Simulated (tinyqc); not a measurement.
Admittance spectroscopy of a deep trap: effect of the trap density.

Schottky contact on an n-type layer with shallow donors Nd (all ionised) and a donor-like deep trap, neutral when filled and positive when empty; depletion approximation. Traps within lam of the depletion edge stay filled. The traps at xt = W - lam, where the level crosses the Fermi level, follow a slow signal and not a fast one. w = 2 pi f.

Emission rate en = sn vth(T) Nc(T) exp(-Et/kB T) = sn g T^2 exp(-Et/kB T), g = vth Nc/(300 K)^2, as vth goes as T^0.5 and Nc as T^1.5 (degeneracy factor 1). lam = sqrt(2 eps0 eps_r (EF - ET)/(q Nd)), EF - ET = Et - (kB T/q) ln(Nc(T)/Nd), Nc(T) = Nc (T/300 K)^1.5. In the steady state at the band bending V, 2 eps0 eps_r V/q = Nd W^2 + Nt (W - lam)^2 (the second term only if W > lam). V = Vbi + Vr. C_HF = eps0 eps_r/W, C_LF = eps0 eps_r (Nd + Nt)/(Nd W + Nt xt). Inflection frequency w0 = 2 en [1 + Nt xt/(Nd W)]; C = C_HF + (C_LF - C_HF)/(1 + (w/w0)^2), G/w = (C_LF - C_HF)(w/w0)/(1 + (w/w0)^2).

Inputs (values chosen for the exercise); material values close to those of gallium arsenide:
```
symbol,value,unit,meaning
eps_r,12.7,,relative permittivity
Nc,4.48e17,cm^-3,conduction-band density of states at 300 K
vth,4.5e7,cm/s,thermal velocity at 300 K
Nd,3.7e15,cm^-3,shallow donor density
Vbi,0.99,V,built-in voltage
Et,0.54,eV,depth of the trap below the conduction edge
sn,3.3e-16,cm^2,capture cross-section
Vr,1.7,V,reverse bias
T,490,K,temperature
```

Constants: q = 1.602176634e-19 C, kB = 1.380649e-23 J/K, eps0 = 8.8541878128e-14 F/cm where lengths are in cm. Results are converted to the units shown.

Effect of the trap density:

| Nt (cm^-3) | W (nm) | step (% of C_HF) | w0/(2 en) |
|---|---|---|---|
| 8.3e13 | 1005.3 | 0.74966 | 1.0148 |
| 1.5e14 | 1001.4 | 1.3443 | 1.0267 |
| 2.8e14 | 994.10 | 2.4724 | 1.0497 |
| 5.2e14 | 981.27 | 4.4728 | 1.0917 |
| 9.5e14 | 960.23 | 7.8212 | 1.1656 |
| 1.8e15 | 924.56 | 13.725 | 1.3071 |
| 3.2e15 | 878.07 | 21.962 | 1.5291 |
| 6e15 | 812.43 | 35.059 | 1.9411 |
| 1.1e16 | 739.86 | 52.631 | 2.6030 |

The step rises from 0.750 to 52.6 %, as Nt^(0.99) between the first two rows and Nt^(0.67) between the last two, and w0/(2 en) rises from 1.01 to 2.60: for Nt near Nd the rule w0 = 2 en overstates the cross-section by that factor.

tinyqc, about 0.01 s, one thread, Intel Xeon 2.30GHz (shared host): `OMP_NUM_THREADS=1 python tinyqc.py 2050064 2050065 out.jsonl`
